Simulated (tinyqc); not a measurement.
Inside a calculation. Model: energy and delay of logic against supply voltage.

Program tinyqc, `OMP_NUM_THREADS=1 python tinyqc.py 2082173 2082174 out.jsonl`; Intel Xeon 2.30GHz, shared host, one thread, about 0.01 s. Printed values are rounded.

One expression serves below and above threshold: I(Vg) = Ik [ln(1 + exp((Vg - VT + dd V)/(al nf Vt)))]^al, with I_on = I(V) and I_off = I(0). Gate delay td = kd C V/I_on, clock period LD td. Per gate and cycle the switching energy is act C V^2 and the leakage energy I_off V LD td. No short-circuit current, no variation. Minima are sought above 0.09 V; below a few Vt gates no longer switch and the model has no meaning.

Values chosen for this exercise; values of the order met in logic technologies:
```
symbol,value,unit,meaning
T,358,K,temperature
VT,0.23,V,threshold voltage at zero drain bias
nf,1.06,,slope factor
dd,0.05,,barrier lowering per volt of supply
Ik,0.52,uA,specific current of a gate
al,1.4,,exponent of the current law
C,2.9,fF,load capacitance of a gate
kd,1.2,,delay factor
LD,20,,logic depth
act,0.3,,activity factor
V,0.53,V,supply voltage
```

Constants: q = 1.602176634e-19 C, kB = 1.380649e-23 J/K, Vt = kB T/q. Results are converted to the units shown.

Range of the model: At a supply of a few Vt gates lose their noise margin, and variation, left out here, decides whether they work.

## Currents, delay and energies

I_on, I_off, td, clock frequency 1/(LD td), both energies and their sum.

I_on = 8.13846 uA
I_off = 1.02287 nA
td = 226.628 ps
clock frequency = 0.220626 GHz
switching energy = 244.383 aJ
leakage energy = 2.45719 aJ
energy = 246.840 aJ

I_on/I_off = 7960; leakage makes up 0.995 % of the energy.

## Starting value

V = 0.12 V.

V at the start = 0.12 V

## Iteration 1: new V

Minimum-energy supply: E(V) is the energy per gate and cycle; with h = 0.001 V, E' = (E(V + h) - E(V - h))/(2 h), E'' = (E(V - h) - 2 E(V) + E(V + h))/h^2, V(new) = V - E'/E''.

E' = -128.688 aJ/V
E'' = 3018.27 aJ/V^2
V after iteration 1 = 0.162636 V

## Iteration 2: new V

As before.

E' = 61.6583 aJ/V
E'' = 4870.29 aJ/V^2
V after iteration 2 = 0.149976 V

## Course of the iteration

Stop when the step is below 1e-9 V, or after 40 iterations.

Course of the iteration:
```
iteration  V before the step (V)   step (V)
1                           0.12     0.0426
2                       0.162636    -0.0127
3                       0.149976    1.09e-4
4                       0.150086   -7.48e-9
5                       0.150086  -3.02e-13
```

Converged in 5 iterations. There leakage makes up 48.0 % of the energy and the clock runs at 4.76 MHz.
